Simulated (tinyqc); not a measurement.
# The 3-omega method: a line heater on a substrate with a thin film, step by step

A worked calculation. Computed by tinyqc, a small Python program that keeps every step. Command: `OMP_NUM_THREADS=1 python tinyqc.py 3019668 3019669 out.jsonl threeomega walk`. One thread of a shared host (Intel(R) Xeon(R) Processor @ 2.30GHz), about 0.01 s of CPU time with the checks. Intermediate numbers are printed to about 6 digits and carried at full precision; extremes and crossings named in words are read from the listed rows.

A current at angular frequency omega = 2 pi f heats the line at 2 omega with the amplitude P per length; the temperature swing Delta T at 2 omega gives a voltage at 3 omega. The substrate is taken as semi-infinite and isotropic, and the heat capacity of heater and film is left out.

Inputs (values chosen for the exercise, modelled on a phase-change telluride on indium phosphide):
```
quantity                                    value           unit
substrate conductivity kappa                 64.6        W/(m K)
substrate heat capacity C                    1.52  1e6 J/(m^3 K)
heater half-width b                            17     micrometre
power amplitude per length P                   21            W/m
current frequency f                            43             Hz
film thickness t                             1200             nm
film conductivity kappa_f                    0.54        W/(m K)
interface resistance R_i                      6.3       m^2 K/GW
substrate thickness d_s                      1000     micrometre
temperature coefficient of resistance beta    3.2         1e-3/K
voltage amplitude V_1                        0.48              V
```

## Penetration depth

D = kappa/C; q = sqrt(2 i omega/D); penetration depth 1/|q| = sqrt(D/(2 omega)).

diffusivity D = 42.5 mm^2/s

penetration depth = 280.450 micrometre

|q| b = 0.0606169

penetration depth / d_s = 0.280450

Caution: the penetration depth exceeds a fifth of the substrate thickness, so the back face is felt and the semi-infinite formula fails.

## Temperature swing of the bare substrate

Delta T_s = (P/(pi kappa)) int_0^infinity (sin x/x)^2 / sqrt(x^2 + (q b)^2) dx with (q b)^2 = i |q b|^2, averaged over the heater width (12 Gauss-Legendre points on each of the pieces 0, 14 log-spaced edges from 1e-5 to 1, and multiples of pi to 40 pi; the tail adds 1/(4 (40 pi)^2)). For |q| b much below 1: Delta T_s = (P/(pi kappa)) [-ln(|q| b) + eta - i pi/4], eta = 3/2 - C_E = 0.92278, with Euler's C_E = 0.5772157.

in-phase Delta T_s = 0.385595 K

out-of-phase Delta T_s = -0.0810279 K

in-phase, narrow-line form = 0.385546 K

out-of-phase, narrow-line form = -0.0812693 K

The narrow-line form misses the in-phase part by -0.01 % and the out-of-phase part by +0.3 % at |q| b = 0.061.

## The film adds a constant step

One-dimensional flow across the film: Delta T_f = P (t/kappa_f + R_i)/(2 b); total in-phase swing Delta T = Delta T_s + Delta T_f; third-harmonic amplitude V_3 = V_1 beta |Delta T|/2 with the out-of-phase part included; the apparent film conductivity is t/(t/kappa_f + R_i).

Delta T_f = 1.37644 K

total in-phase swing = 1.76204 K

V_3 = 1.35467 mV

apparent film conductivity = 0.538473 W/(m K)

film share of the in-phase swing = 0.781165

The interface lowers the apparent conductivity by 0 %. The film gives a large part of the signal.

## Conductivity from the slope

Take the in-phase swing at f and at 2f; in the narrow-line limit kappa = P ln 2/(2 pi [Delta T(f) - Delta T(2f)]), whatever the film and the heater width.

in-phase Delta T_s at 2f = 0.349783 K

kappa from the slope = 64.6893 W/(m K)

error of the slope method = 0.138265 %

## The window of frequencies

The slope value uses each f and 2f: kappa = P ln 2/(2 pi [Delta T(f) - Delta T(2f)]).

Bare substrate; columns: (1) f (Hz); (2) penetration depth (micrometre); (3) |q| b; (4) in-phase (K); (5) out-of-phase (K); (6) narrow-line form (K); (7) kappa from the slope (W/(m K)):
```
(1)         (2)         (3)        (4)         (5)         (6)      (7)
0.12    5308.83  0.00320221   0.689839  -0.0812682    0.689839  64.6003
1.2     1678.80   0.0101263   0.570710  -0.0812594    0.570709  64.6025
12      530.883   0.0320221   0.451592  -0.0811907    0.451578  64.6250
59      239.422   0.0710044   0.369247  -0.0809519    0.369179  64.7224
230     121.262    0.140192   0.299052  -0.0802619    0.298788  65.0729
1200    53.0883    0.320221   0.214662  -0.0774624    0.213317  66.9937
4700    26.8251    0.633736   0.147632  -0.0709362    0.142683  73.4829
23000   12.1262     1.40192  0.0802810  -0.0543525   0.0605270  103.704
120000  5.30883     3.20221  0.0359154  -0.0308489  -0.0249435  219.863
700000  2.19806     7.73408  0.0148605  -0.0139955   -0.116187  532.257
```

The slope gives kappa within 1 % up to |q| b = 0.14 (f = 230 Hz) among these rows. The penetration depth stays under d_s/5 = 200 micrometre from f = 230 Hz up, so that row alone meets both conditions. At high f the flow turns one-dimensional: in-phase and out-of-phase parts become equal in size (ratio 0.94 in the last row) and fall as f^(-1/2) (exponent -0.50).

Checks made by the program: narrow-line limit at |q| b = 0.002 (relative difference 7e-07).
